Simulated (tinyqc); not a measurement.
Threshold switch as oscillator and as selector in a crossbar: frequency against load.

Off state: I = Ith sinh(V/V0)/sinh(Vth/V0) up to Vth. On state: V = Vh + I Ron down to the holding current Ih, at Vl = Vh + Ih Ron. Switching is instantaneous.

With a load RL from Vs and C across the switch, it oscillates if the load line misses both branches: (Vs - Vl)/Ih < RL < (Vs - Vth)/Ith. Charging without leakage takes RL C ln[(Vs - Vl)/(Vs - Vth)]; discharging takes (RL || Ron) C ln[(Vth - Ve)/(Vl - Ve)], Ve = (Vs Ron + Vh RL)/(Ron + RL). Here the charging time includes the off-state leakage: the integral of C dV/[(Vs - V)/RL - I(V)].

Values chosen for this exercise; values of the order of Ge-Sb-Te and related chalcogenides:
```
symbol,value,unit,meaning
Vth,2,V,threshold voltage
Vh,0.76,V,holding voltage
Ron,0.32,kohm,on-state resistance
Ith,0.21,uA,current at threshold
V0,0.26,V,voltage scale of the off-state sinh
Ih,6.6,uA,holding current
C,7.6,fF,capacitance across the switch
Vs,2.76,V,supply voltage
```

Results:

| RL (kohm) | charging, no leakage (ns) | charging (ns) | discharging (ns) | frequency (MHz) |
|---|---|---|---|---|
| 450 | 3.306 | 3.405 | 0.01821 | 292.2 |
| 730 | 5.362 | 5.636 | 0.01680 | 176.9 |
| 940 | 6.905 | 7.377 | 0.01644 | 135.3 |
| 1200 | 8.815 | 9.625 | 0.01621 | 103.7 |
| 1500 | 11.02 | 12.37 | 0.01605 | 80.74 |
| 2000 | 14.69 | 17.42 | 0.01590 | 57.34 |
| 2500 | 18.36 | 23.40 | 0.01582 | 42.70 |
| 3200 | 23.51 | 35.66 | 0.01574 | 28.03 |

Estimate the missing row, RL = 580 kohm.

Computed row:

| RL (kohm) | charging, no leakage (ns) | charging (ns) | discharging (ns) | frequency (MHz) |
|---|---|---|---|---|
| 580 | 4.260 | 4.429 | 0.01729 | 224.9 |

With this row back in the table: The frequency falls from 292 to 28.0 MHz, as RL^(-1.03) between the first two rows and RL^(-1.71) between the last two. Leakage lengthens the charging by 3.0 % in the first row and 52 % in the last; the period diverges at RL = 3620 kohm. In every row the discharge is shorter than 0.5 ns, comparable to real switching delays.

Range of the model: Delay times, drift of Vth and line resistance are left out.

Program tinyqc, `OMP_NUM_THREADS=1 python tinyqc.py 2490027 2490028 out.jsonl`; Intel Xeon 2.30GHz, shared host, one thread, about 0.01 s.
